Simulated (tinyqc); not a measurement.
Ballast resistance and gain from the on-state line.

Question. At high current V = BV (1 + be)^(-1/n) + I Ro. Find Ro, the intercept and be.

Parameters, values chosen for the exercise: junction breakdown voltage BV = 6 V; exponent of the multiplication n = 4.9.

V at I = 2 and 4.1 mA/um (V): [4.9151569, 5.9441569]

Answer. The slope is Ro; the intercept over BV is (1 + be)^(-1/n).

Ro = 490.0 ohm um
intercept = 3.935 V
be = 6.900

tinyqc, about 0.01 s, one thread, Intel Xeon 2.30GHz (shared host): `OMP_NUM_THREADS=1 python tinyqc.py 2670047 2670048 out.jsonl`
